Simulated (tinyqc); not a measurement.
Inside a calculation. Model: size effects in the resistivity of thin metal films and interconnect lines. Computed by tinyqc, a small Python program that keeps every step. Command: `OMP_NUM_THREADS=1 python tinyqc.py 3028136 3028137 out.jsonl size walk`. One thread of a shared host (Intel(R) Xeon(R) Processor @ 2.30GHz), about 0.01 s of CPU time with the checks. Intermediate numbers are printed to about 6 digits and carried at full precision; extremes and crossings named in words are read from the listed rows.

Electrons lose their drift at surfaces (a share 1 - p of the hits) and at grain boundaries (reflection R), besides bulk scattering.

Inputs (values chosen for the exercise, modelled on gold): bulk resistivity rho_b = 2.19 microohm cm; bulk mean free path lambda = 35.7 nm; specularity p = 0.35; grain-boundary reflection R = 0.14; film thickness h = 64 nm; grain size over thickness = 1.1.

Geometry: film.

## Grain size

D = (ratio) h.

grain size D = 70.4 nm

## Grain boundaries

Mayadas-Shatzkes: alpha = (lambda/D) R/(1 - R); rho_b/rho = 1 - 3 alpha/2 + 3 alpha^2 - 3 alpha^3 ln(1 + 1/alpha).

alpha = 0.0825515

rho/rho_b from grains = 1.12073

The linear estimate 1 + 3 alpha/2 gives 1.124, within 2 %.

## Surfaces

Fuchs-Sondheimer film: rho_b/rho = 1 - (3/(2 kappa))(1 - p) int_0^1 (s - s^3)(1 - exp(-kappa/s))/(1 - p exp(-kappa/s)) ds, f = rho/rho_b, kappa = thickness/lambda, 80 Gauss-Legendre points.

kappa = h/lambda = 1.79272

rho/rho_b from surfaces = 1.15160

The thick-film form 1 + 3 (1 - p)/(8 kappa) gives 1.136, a deviation of -1.4 %.

## Resistivity of the film

Both together (Mayadas-Shatzkes film): rho_b/rho = (rho_b/rho of the grains alone) - (6/(pi kappa))(1 - p) int_0^(pi/2) dphi int_0^1 ds (cos^2 phi/H^2)(s - s^3)(1 - exp(-kappa H/s))/(1 - p exp(-kappa H/s)), H = 1 + alpha/(cos phi sqrt(1 - s^2)), 40 x 80 Gauss-Legendre points. Sheet resistance rho/h; additive estimate rho_b (f_surface + f_grain - 1).

resistivity rho = 2.77688 microohm cm

sheet resistance = 0.433888 ohm

additive estimate = 2.78641 microohm cm

error of the additive estimate = 0.342984 %

Adding the two excesses (Matthiessen's rule) is 0.3 % high.

## Exact and approximate surface terms

Thick-film form 1 + 3 (1 - p)/(8 kappa); thin-film form (4/3)((1 - p)/(1 + p))/(kappa ln(1/kappa)).

Rho/rho_b:
```
kappa       h (nm)    exact  thick-film form  thin-film form
0.01   3.57000e-01  15.4697          25.3750         13.9403
0.02   7.14000e-01   9.2377          13.1875          8.2052
0.05   1.78500e+00   4.9204           5.8750          4.2859
0.1    3.57000e+00   3.2200           3.4375          2.7881
0.2    7.14000e+00   2.2358           2.2188          1.9944
0.5    1.78500e+01   1.5428           1.4875               -
1      3.57000e+01   1.2767           1.2437               -
2      7.14000e+01   1.1351           1.1219               -
5      1.78500e+02   1.0512           1.0488               -
10     3.57000e+02   1.0250           1.0244               -
```

The thick-film form is within 5 % down to kappa = 0.2; at kappa = 0.01 it is 1.64 times the exact value and the thin-film form 0.90 times. The resistivity doubles between 7.14 and 17.9 nm. Rows thinner than about 5 nm only illustrate the formulas.

Checks made by the program: grain-boundary formula against its angular integral 3 int_0^1 c^3/(c + alpha) dc (relative difference below 1e-10); combined formula at alpha -> 0 against Fuchs-Sondheimer (relative difference 1e-07).
